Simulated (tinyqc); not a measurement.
Tunnelling through a two-layer gate stack, WKB transmission and Tsu-Esaki current: one step of the calculation.

Electrons leave the emitter at x = 0. Energies E (motion across the layers) are in eV from the emitter Fermi level; the collector Fermi level lies at -V and offers states at every E. No charge in the dielectric and no image force: F1 = V/(t1 + t2 eps1/eps2), F2 = F1 eps1/eps2; U = phi1 - F1 x in layer 1 and phi2 - F1 t1 - F2 (x - t1) in layer 2. With C = hbar^2/(2 m0), kappa = sqrt(m (U - E)/C) where U > E and 0 elsewhere; T(E) = exp(-S), S = 2 times the integral of kappa over x.

Question. WKB exponent in closed form. Each layer adds (2/F) sqrt(m/C) [G(u at its left edge) - G(u at its right edge)] to S, with u = U - E (0 where negative) and G(u) = (2/3) u^1.5. The slope follows from 1/d = -dS/dE.

Inputs (values chosen for the exercise); layer 1 close to aluminium oxide, layer 2 close to zirconium oxide:

| symbol | value | unit | meaning |
|---|---|---|---|
| phi1 | 2.66 | eV | barrier of layer 1 above the emitter Fermi level at zero bias |
| m1 | 0.42 | m0 | tunnelling mass of layer 1 |
| t1 | 1.2 | nm | thickness of layer 1 |
| eps1 | 8.74 |  | relative permittivity of layer 1 |
| phi2 | 1.46 | eV | barrier of layer 2 at zero bias |
| m2 | 0.26 | m0 | tunnelling mass of layer 2 |
| t2 | 2.9 | nm | thickness of layer 2 |
| eps2 | 25.8 |  | relative permittivity of layer 2 |
| V | 1.6 | V | voltage across the dielectric |
| E | 0.11 | eV | energy of the electron followed |

Constants: q = 1.602176634e-19 C, hbar = 1.054571817e-34 J s, m0 = 9.1093837015e-31 kg, hbar^2/(2 m0) = 0.0380998212 eV nm^2. Results are converted to the units shown.

Give: S; T(E); energy d over which T(E) grows by a factor e.

Answer.

S = 16.076
T(E) = 1.0426e-7
energy d over which T(E) grows by a factor e = 0.058195 eV

The midpoint rule gives S = 16.000, so its T(E) is 7.9 % above this value. The band edge of layer 2 drops below E inside the layer: the barrier there is triangular (the Fowler-Nordheim case).

Program tinyqc, `OMP_NUM_THREADS=1 python tinyqc.py 2540053 2540054 out.jsonl`; Intel Xeon 2.30GHz, shared host, one thread, about 0.03 s.
